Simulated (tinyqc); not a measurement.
Charge state against the Fermi level: deep level with several charge states.

Energies from Ev. The defect has charge states +1, 0, -1 with weights 1, gm exp((EF - E1)/kT), exp((2 EF - E1 - E2)/kT); the shares are the weights over their sum. Boltzmann carriers: n = Nc exp((EF - Eg)/kT), p = Nv exp(-EF/kT). Neutrality: p - n + Nd + Nt <q> = 0.

Constants: kB = 8.617333262e-05 eV/K.

Values chosen for the exercise (gap and densities of states near those of Ge at this temperature; not measured data):
- E1 = 0.253 eV (level (+1/0) above Ev)
- E2 = 0.386 eV (level (0/-1) above Ev)
- gm = 2 (degeneracy of the middle state, the others 1)
- T = 400 K

Shares:
```
EF (eV)     +1      0     -1     <q>
0.038    0.996  0.004  0.000   0.996
0.089    0.983  0.017  0.000   0.983
0.140    0.930  0.070  0.000   0.930
0.191    0.751  0.249  0.000   0.751
0.242    0.406  0.590  0.005   0.401
0.293    0.132  0.840  0.028   0.103
0.345    0.029  0.843  0.128  -0.099
0.396    0.005  0.597  0.399  -0.394
0.447    0.000  0.254  0.745  -0.745
0.498    0.000  0.072  0.928  -0.928
0.549    0.000  0.017  0.983  -0.983
0.600    0.000  0.004  0.996  -0.996
```

Where the levels are several kT apart the middle state rules between about E1 - kT ln gm = 0.229 and E2 + kT ln gm = 0.410 eV; its largest share listed is 0.843. Each step spreads from 10 % to 90 % over 4.4 kT = 0.151 eV.

Run: tinyqc, `OMP_NUM_THREADS=1 python tinyqc.py 1681333 1681334 out.jsonl`; Intel(R) Xeon(R) Processor @ 2.30GHz, one thread, shared host; about 0.01 s of CPU time with all checks.
